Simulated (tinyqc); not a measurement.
Band bending at a free surface with one surface level, surface photovoltage and Kelvin probe: one step of the calculation.

n-type bulk, xi = Ec - EF = Vt ln(Nc/Nd), p0 = ni^2/Nd, ni = sqrt(Nc Nv) exp(-Eg/(2 Vt)), Eg in volts. b is the upward band bending, u = b/Vt. Space charge per area, in units of q: Qc = sign(b) sqrt((2 eps0 eps_r Vt/q) [(Nd + dn)(exp(-u) - 1) + Nd u + (p0 + dn)(exp(u) - 1)]), with dn the excess density under light (flat quasi-Fermi levels; 0 in the dark). The level holds -Ns f, f = 1/(1 + exp((xi + b - Es)/Vt)). Neutrality: Qc + Qf + (charge of the states) = 0.

Question. Surface photovoltage. Under chopped light the surface charge keeps its dark value, so b falls to bL with Qc(bL, dn) = Qc(b, 0); the photovoltage is b - bL. Qc rises with b, so bL follows by bisection.

Values chosen for this exercise; band and dielectric values close to those of silicon:
- T = 350 K (temperature)
- Eg = 1.12 eV (band gap)
- eps_r = 11.8 (relative permittivity)
- Nc = 3.59e19 cm^-3 (conduction-band density of states at T)
- Nv = 3.29e19 cm^-3 (valence-band density of states at T)
- Nd = 3.7e15 cm^-3 (donor density)
- dn = 1.1e12 cm^-3 (excess carrier density under light)

Constants: q = 1.602176634e-19 C, kB = 1.380649e-23 J/K, Vt = kB T/q, eps0 = 8.8541878128e-14 F/cm where lengths are in cm. Results are converted to the units shown.

converged b = 0.22536608 V

Give: bL; photovoltage; share of b removed; excess holes at the surface, dn exp(bL/Vt).

Answer.

bL = 0.2144 V
photovoltage = 10.95 mV
share of b removed = 4.861 %
excess holes at the surface, dn exp(bL/Vt) = 1.345e15 cm^-3

tinyqc, about 0.01 s, one thread, Intel Xeon 2.30GHz (shared host): `OMP_NUM_THREADS=1 python tinyqc.py 2430063 2430064 out.jsonl`
